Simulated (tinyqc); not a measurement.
Luttinger-Kohn k.p, four valence bands, step by step. One step of it, computed by the program tinyqc.

Problem. Levels at k. Diagonalise the Hermitian matrix.

H(k) at k (eV), lower triangle (Hermitian):
```
                     3/2                 1/2                 -1/2      -3/2
3/2             0.098389
1/2   0.020540-0.023004i            0.079536
-1/2  0.002707+0.038341i            0.000000             0.079536
-3/2            0.000000  0.002707+0.038341i  -0.020540+0.023004i  0.098389
```

Give: eigenvalues.

Solution.

eigenvalues (eV): 0.0388  0.0388  0.1391  0.1391
